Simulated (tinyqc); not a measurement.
# Changing the temperature T

Model: mobility of a non-polar semiconductor in the relaxation-time approximation. Computed by tinyqc, a small Python program. Command: `OMP_NUM_THREADS=1 python tinyqc.py 3023492 3023493 out.jsonl rta sweep`. One thread of a shared host (Intel(R) Xeon(R) Processor @ 2.30GHz), about 0.03 s of CPU time with the checks.

Each valley is treated as a sphere of mass m_d for states and rates, with one isotropic relaxation time; the conductivity mass m_c sets the current.

Inputs (values chosen for the exercise, modelled on holes in silicon):
```
quantity                                            value       unit
longitudinal mass m_l                               0.488        m_0
transverse mass m_t                                 0.488        m_0
equivalent valleys Z                                    1          -
non-parabolicity alpha                               0.32       1/eV
static permittivity eps_s                            11.7          -
density rho                                          2329     kg/m^3
sound velocity v_l                                   8910        m/s
acoustic deformation potential D_A                    5.8         eV
phonon energy hbar w                                 65.6        meV
optical or intervalley deformation potential D_o       10  1e8 eV/cm
final valleys Z_f                                       1          -
carrier density n                                   2e+17     1/cm^3
compensation ratio C                                    0          -
neutral impurity density N_n                      3.5e+15     1/cm^3
```

Band: Kane. Impurity formula: Brooks-Herring. Further scattering: neutral impurities.

Constants: k_B = 8.617333262e-05 eV/K; m_0 = 9.1093837015e-31 kg; e = 1.602176634e-19 C; hbar = 1.054571817e-34 J s; eps_0 = 8.8541878128e-12 F/m; k_B = 1.380649e-23 J/K; hbar = 6.582119569e-16 eV s.

Method:
- m_d = (m_l m_t^2)^(1/3); 1/m_c = (1/m_l + 2/m_t)/3; Hall mass factor A = 3 K_m (K_m + 2)/(2 K_m + 1)^2, K_m = m_l/m_t; N_I = n (1 + C)/(1 - C).
- Kane band: hbar^2 k^2/(2 m) = E (1 + alpha E), speed v = hbar k/(m (1 + 2 alpha E)), states per spin, volume and energy g(E) = m k (1 + 2 alpha E)/(2 pi^2 hbar^2); overlap factors are set to 1. Here m = m_d. Masses are multiplied by m_0 and all formulas are in SI units.
- The reduced Fermi level eta = E_F/(k_B T) solves n = 2 Z int g f dE with f = 1/(1 + exp(x - eta)) (Z = 1 unless valleys are given); screening length L_s = sqrt(eps_s eps_0 k_B T/(e^2 dn/deta)), dn/deta = 2 Z int g f (1 - f) dE.
- Integrals over x = E/(k_B T) use 160 Gauss-Legendre points in u = sqrt(x) from 0 to sqrt(max(eta, 0) + 32).
- Phonon occupation N_q = 1/(exp(hbar w/(k_B T)) - 1).
- Acoustic deformation potential (elastic, equipartition, absorption and emission together): 1/tau = 2 pi k_B T D_A^2 g(E)/(hbar rho v_l^2).
- Optical or intervalley deformation potential: 1/tau = (pi Z_f D_o^2/(rho w)) [N_q g(E + hbar w) + (N_q + 1) g(E - hbar w)], with g = 0 below the band edge.
- Each optical term is multiplied by (1 - f(E'))/(1 - f(E)), E' the final energy, for Pauli blocking.
- Singly charged impurities, momentum relaxation: 1/tau = N_I e^4 m (1 + 2 alpha E) Phi/(8 pi (eps_s eps_0)^2 hbar^3 k^3), with alpha = 0 for a parabolic band.
- Brooks-Herring: Phi = ln(1 + b) - b/(1 + b), b = 4 k^2 L_s^2.
- Neutral impurities (Erginsoy): 1/tau = 20 N_n a_B hbar/m, a_B = 4 pi eps_s eps_0 hbar^2/(m e^2).
- mu = (m_d/m_c) (2 Z e/(3 n k_B T)) int g v^2 tau f (1 - f) dE.
- Averages over x are split at the emission threshold x_0 = hbar w/(k_B T): 64 Gauss-Legendre points in sqrt(x) below it and 128 in sqrt(x - x_0) above it, up to x = max(eta, 0) + 32.
- Rates are added at each energy before the average. With <y> = int g v^2 y f (1 - f) dE: Hall factor r_H = A (3 n k_B T/(2 Z m_d)) <tau^2/(1 + 2 alpha E)>/<tau>^2 (alpha = 0 for a parabolic band); Hall mobility r_H mu; |S| = (k_B/e) (<x tau>/<tau> - eta); resistivity 1/(n e mu).
- Matthiessen's rule adds 1/mu of the separate processes.

One run for each value; columns: (1) temperature T (K); (2) drift mobility mu (cm^2/(V s)); (3) acoustic mobility (cm^2/(V s)); (4) ionised impurity mobility (cm^2/(V s)); (5) optical mobility (cm^2/(V s)); (6) Hall factor r_H; (7) excess of Matthiessen's rule over the full mu (%):
```
(1)     (2)    (3)     (4)         (5)     (6)     (7)
60   778.08  21399   844.9  1.4740e+08  1.2782   3.962
79   856.07  14264   989.8  6.8647e+06  1.2810   7.518
100  919.54  10032  1169.0  8.8271e+05  1.2502  13.023
140  946.16   6035  1540.2  9.2250e+04  1.1808  27.064
180  877.85   4110  1935.5  2.4508e+04  1.1400  41.198
230  741.53   2815  2452.0  8.2674e+03  1.1244  51.521
310  537.11   1766  3314.6  2.7083e+03  1.1386  49.752
410  364.27   1133  4436.4  1.1236e+03  1.1759  36.997
530  243.51    749  5825.5  5.6019e+02  1.2215  24.520
700  152.80    474  7843.6  2.8805e+02  1.2768  14.502
```

Over the rows, drift mobility mu (cm^2/(V s)) goes from 778 through a maximum among these rows, 946 at 140, to 153; acoustic mobility (cm^2/(V s)) falls from 21400 to 474 (exponent d ln y / d ln x -1.5 between the first rows and -1.6 between the last); ionised impurity mobility (cm^2/(V s)) rises from 845 to 7840 (exponent d ln y / d ln x 0.58 between the first rows and 1.1 between the last). At the low end the exponent of acoustic mobility is -1.47, close to -1.5: the T^(-3/2) law of acoustic scattering in a classical gas. The lowest separate mobility among these three is impurity from 60.0 to 230, acoustic at 310, optical from 410 to 700 K. Neutral impurities scattering, not listed, also enters mu. Matthiessen's rule errs most, by 52 %, at 230 K.

Caution (all rows): Erginsoy's formula holds for k a_B below about 0.5 and for dopants that stay neutral, which means low temperature; elsewhere it is only a rough constant rate. Caution (rows 60.0, 79.0, 100): n is taken as given; at low temperature (in diamond even at 300 K) real dopants can freeze out, which changes n and N_I.

Extremes, crossings and ranges named in words are read from the listed rows.
